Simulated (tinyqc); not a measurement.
Inside a calculation. Method: sp3 tight binding, zinc-blende lattice. Computed by tinyqc, a small Python program that keeps every step. Command: `OMP_NUM_THREADS=1 python tinyqc.py 24257 24258 out.jsonl` (the two numbers bound the seeds that draw the settings). One thread of a shared host (Intel(R) Xeon(R) Processor @ 2.60GHz), about 0.01 s of CPU time with the checks.

## Bloch Hamiltonian at k

Parameters chosen for this model: zinc-blende lattice, anion at 0, cation at a/4 (1,1,1); V = eta hbar^2 / (m d^2), hbar^2/m = 7.619964 eV angstrom^2:

| parameter | value | unit |
|---|---|---|
| a | 3.910000 | angstrom |
| d | 1.693080 | angstrom |
| Es anion | -12.340000 | eV |
| Ep anion | -6.840000 | eV |
| Es cation | -12.340000 | eV |
| Ep cation | -6.840000 | eV |
| eta ss | -1.420000 |  |
| eta sp | 1.470000 |  |
| eta pp sigma | 2.380000 |  |
| eta pp pi | -0.680000 |  |
| V ss | -3.774735 | eV |
| V sp | 3.907648 | eV |
| V pp sigma | 6.326669 | eV |
| V pp pi | -1.807620 | eV |

k point k (2 pi / a): 0.680000  0.650000  0.280000

Slater-Koster rules over the four bonds with direction cosines (l, m, n): ss V_ss; s-px l V_sp; px-s -l V_sp; px-px l^2 V_pps + (1 - l^2) V_ppp; px-py l m (V_pps - V_ppp); each times exp(i k.d).

H(k) at k (eV), lower triangle (Hermitian):
```
                      a s                 a px                 a py                 a pz
a s            -12.340000
a px             0.000000            -6.840000
a py             0.000000             0.000000            -6.840000
a pz             0.000000             0.000000             0.000000            -6.840000
c s   -3.438921-4.803446i   1.578302+3.738709i   1.759303+3.354063i   6.101018+0.967185i
c px  -1.578302-3.738709i   0.823404+1.150121i  -7.332394-1.162393i  -2.114385-4.031018i
c py  -1.759303-3.354063i  -7.332394-1.162393i   0.823404+1.150121i  -1.896853-4.493297i
c pz  -6.101018-0.967185i  -2.114385-4.031018i  -1.896853-4.493297i   0.823404+1.150121i

             c s       c px       c py       c pz
c s   -12.340000
c px    0.000000  -6.840000
c py    0.000000   0.000000  -6.840000
c pz    0.000000   0.000000   0.000000  -6.840000
```

## Levels at k

Diagonalise the Hermitian matrix.

eigenvalues (eV): -21.740038  -19.373779  -15.344788  -15.276888  -0.665491  0.416265  1.651210  4.613509

weights |c|^2 of the basis functions:
```
        band 1    band 2    band 3    band 4    band 5    band 6    band 7    band 8
a s   0.418246  0.108584  0.017745  0.055057  0.281881  0.092516  0.000334  0.025638
a px  0.012096  0.150903  0.296231  0.020082  0.019887  0.097825  0.232147  0.170828
a py  0.012453  0.149547  0.132642  0.189908  0.011707  0.062607  0.266300  0.174835
a pz  0.057205  0.090965  0.053381  0.234954  0.186524  0.247053  0.001218  0.128699
c s   0.418246  0.108584  0.017745  0.055057  0.281881  0.092516  0.000334  0.025638
c px  0.012096  0.150903  0.296231  0.020082  0.019887  0.097825  0.232147  0.170828
c py  0.012453  0.149547  0.132642  0.189908  0.011707  0.062607  0.266300  0.174835
c pz  0.057205  0.090965  0.053381  0.234954  0.186524  0.247053  0.001218  0.128699
```

## Bloch Hamiltonian at L

k point L (2 pi / a): 0.500000  0.500000  0.500000

As before.

H(k) at L (eV), lower triangle (Hermitian):
```
                      a s                 a px                 a py                 a pz
a s            -12.340000
a px             0.000000            -6.840000
a py             0.000000             0.000000            -6.840000
a pz             0.000000             0.000000             0.000000            -6.840000
c s   -5.338282-5.338282i   3.190581+3.190581i   3.190581+3.190581i   3.190581+3.190581i
c px  -3.190581-3.190581i   1.278180+1.278180i  -3.834540-3.834540i  -3.834540-3.834540i
c py  -3.190581-3.190581i  -3.834540-3.834540i   1.278180+1.278180i  -3.834540-3.834540i
c pz  -3.190581-3.190581i  -3.834540-3.834540i  -3.834540-3.834540i   1.278180+1.278180i

             c s       c px       c py       c pz
c s   -12.340000
c px    0.000000  -6.840000
c py    0.000000   0.000000  -6.840000
c pz    0.000000   0.000000   0.000000  -6.840000
```

## Levels at L

As before.

eigenvalues (eV): -22.375063  -19.916193  -14.070478  -14.070478  -0.752435  0.390478  0.390478  4.683690

## Bands along a path

The same steps at evenly spaced points between the labelled ones.

Bands along the path (eV):

| k | band 1 | band 2 | band 3 | band 4 | band 5 | band 6 | band 7 | band 8 |
|---|---|---|---|---|---|---|---|---|
| L | -22.375063 | -19.916193 | -14.070478 | -14.070478 | -0.752435 | 0.390478 | 0.390478 | 4.683690 |
| L-G 0.20 | -23.411246 | -18.679141 | -13.806750 | -13.806750 | -0.591108 | 0.126750 | 0.126750 | 4.321494 |
| L-G 0.40 | -24.947884 | -16.490390 | -13.063596 | -13.063596 | -0.616404 | -0.616404 | -0.339420 | 3.417694 |
| L-G 0.60 | -26.259886 | -14.014459 | -11.999131 | -11.999131 | -1.680869 | -1.680869 | -0.785650 | 2.699995 |
| L-G 0.80 | -27.132914 | -11.641675 | -10.940508 | -10.940508 | -2.739492 | -2.739492 | -2.261364 | 2.675954 |
| G | -27.438940 | -10.455239 | -10.455239 | -10.455239 | -3.224761 | -3.224761 | -3.224761 | 2.758940 |
| G-X 0.20 | -27.029084 | -11.641511 | -11.641511 | -10.881092 | -3.072565 | -2.038489 | -2.038489 | 2.622741 |
| G-X 0.40 | -25.838686 | -13.853873 | -13.853873 | -12.111972 | -2.631823 | 0.173873 | 0.173873 | 2.222481 |
| G-X 0.60 | -23.981508 | -15.868019 | -15.868019 | -14.016592 | -1.948442 | 1.586542 | 2.188019 | 2.188019 |
| G-X 0.80 | -21.635080 | -17.215213 | -17.215213 | -16.399482 | -1.093579 | 0.768141 | 3.535213 | 3.535213 |
| X | -19.024033 | -19.024033 | -17.685718 | -17.685718 | -0.155967 | -0.155967 | 4.005718 | 4.005718 |
| X-W 0.20 | -19.024033 | -19.024033 | -17.685718 | -17.685718 | -0.155967 | -0.155967 | 4.005718 | 4.005718 |
| X-W 0.40 | -19.024033 | -19.024033 | -17.685718 | -17.685718 | -0.155967 | -0.155967 | 4.005718 | 4.005718 |
| X-W 0.60 | -19.024033 | -19.024033 | -17.685718 | -17.685718 | -0.155967 | -0.155967 | 4.005718 | 4.005718 |
| X-W 0.80 | -19.024033 | -19.024033 | -17.685718 | -17.685718 | -0.155967 | -0.155967 | 4.005718 | 4.005718 |
| W | -19.024033 | -19.024033 | -17.685718 | -17.685718 | -0.155967 | -0.155967 | 4.005718 | 4.005718 |

With 4 band(s) filled, the highest filled level on these points lies at G and the lowest empty one at G: a gap of 7.2305 eV, direct.
